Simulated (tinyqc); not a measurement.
Worked calculation: k.p theory built from an empirical-pseudopotential calculation at Gamma. Values are carried at full precision from step to step, so a last printed digit may differ when a step is redone from the rounded ones.

Empirical pseudopotential on the fcc lattice, atoms at +/- tau, tau = a (1,1,1)/8, no spin-orbit coupling. H(G,G') = c (2 pi/a)^2 |k + G|^2 delta + VS(q) cos(q.tau) + i VA(q) sin(q.tau), q = G - G', c = hbar^2/2m0; k and G in units of 2 pi/a; VS at |q|^2 = 3, 8, 11 and VA at 3, 4, 11, in rydberg, zero elsewhere. The basis is fixed: all 65 G with |G|^2 up to Gcut. Energies are counted from the fourth level at Gamma.

Constants: hbar^2/2m0 = 3.80998211 eV angstrom^2; Ry = 13.60569312 eV.

Values chosen for the exercise (near those of Si; the results hold for these values, not for the real material):
- a = 5.429 angstrom (lattice constant)
- VS = (-0.21, 0.039, 0.082) Ry (symmetric form factors)
- VA = (0, 0, 0) Ry (antisymmetric form factors)
- Gcut = 16 (2 pi/a)^2 (largest |G|^2 of the fixed basis)

## Levels at Gamma

Diagonalise H at k = 0 and group equal levels.

Multiplets at Gamma:
```
multiplet  degeneracy    E (eV)
1                   1  -12.7231
2                   3    0.0000
3                   3    3.4032
4                   1    3.9887
5                   1    7.4387
6                   2    7.9589
7                   3   12.3914
8                   1   14.1394
9                   3   27.6737
```

The lowest empty multiplet is a triplet at 3.403 eV; the lowest empty singlet (s-like) is multiplet 4.

## Mass of the s-like conduction level (multiplet 4)

For a multiplet A of d_A states, W(B) = (4 c/(3 d_A)) sum over n in A, m in B and i = x, y, z of |<n|G_i|m>|^2 (G in 1/angstrom, <n|G_i|m> = sum_G c_n(G)* G_i c_m(G)); the mean inverse mass of A is 1 + sum_B W(B)/(E_A - E_B). Multiplets with W = 0 are left out.

List the couplings (the first eight at most); W to the valence triplet is the Kane energy Ep.

Couplings:
```
multiplet B  degeneracy  E_B (eV)   W (eV)  W/(E_A - E_B)
2                     3    0.0000  21.2959         5.3390
7                     3   12.3914   0.0187        -0.0022
11                    3   29.1705   0.4972        -0.0197
19                    3   46.0489   0.1446        -0.0034
22                    3   46.8076   0.0340        -0.0008
25                    3   52.3167   0.0260        -0.0005
```

sum over the higher multiplets = 0
1/m = 6.3123

Ep = 21.30 eV. The valence triplet gives 5.34, all other levels together -0.03; m = 0.1584, against 0.1578 for two levels alone.

## Valence parameters

Fold all other levels onto the valence triplet: D(u) = c + 4 c^2 sum_m <n|u.G|m><m|u.G|n'>/(0 - E_m), in units of c. Along [100] its eigenvalues are L (once) and M (twice); along [111] (L + 2M + 2N)/3 (once) and (L + 2M - N)/3 (twice). Then g1 = -(L + 2M)/3, g2 = -(L - M)/6, g3 = -N/6.

eigenvalues along [100]: -6.121  -3.574  -3.574

eigenvalues along [111]: -10.405  -1.432  -1.432

L, M, N: -6.121  -3.574  -8.973

g1, g2, g3: 4.423  0.424  1.496

With spin-orbit coupling added at fixed g1, g2, g3 and large against the hole energy these give heavy and light masses along [100] of 0.280 and 0.190. The s-like level alone adds Ep/(3E) = 1.78 to g1. Local form factors fix Ep and the gap only roughly, so these values can lie far from measured ones.

## Checks

- 1/m of the s-like level from the sum against the curvature of the band: both 6.312.
- L and M against the curvatures along [100]: largest relative difference 3.2e-07.

Program tinyqc; command `OMP_NUM_THREADS=1 python tinyqc.py 1050651 1050652 out.jsonl`; about 0.3 s on one thread of a shared Intel(R) Xeon(R) Processor @ 2.30GHz.
